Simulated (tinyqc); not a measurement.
Worked calculation: UHF in the sto-3g basis, for H3, spin multiplicity 2. One step of it, computed by the program tinyqc.

Task: Orthogonalisation. S = U s U^T; canonical form X = U s^(-1/2), so that X^T S X = 1. Each column of U has its largest component positive (the first on a tie).

overlap S, lower triangle:
```
          1H 1s     2H 1s     3H 1s
1H 1s  1.000000
2H 1s  0.318987  1.000000
3H 1s  0.318987  0.034372  1.000000
```

Give: eigenvalues of S; X.

Result:

eigenvalues of S: 0.5657  0.9656  1.4686

X:
```
             1        2       3
1H 1s   0.9578   0.0000  0.5723
2H 1s  -0.6520   0.7196  0.4204
3H 1s  -0.6520  -0.7196  0.4204
```
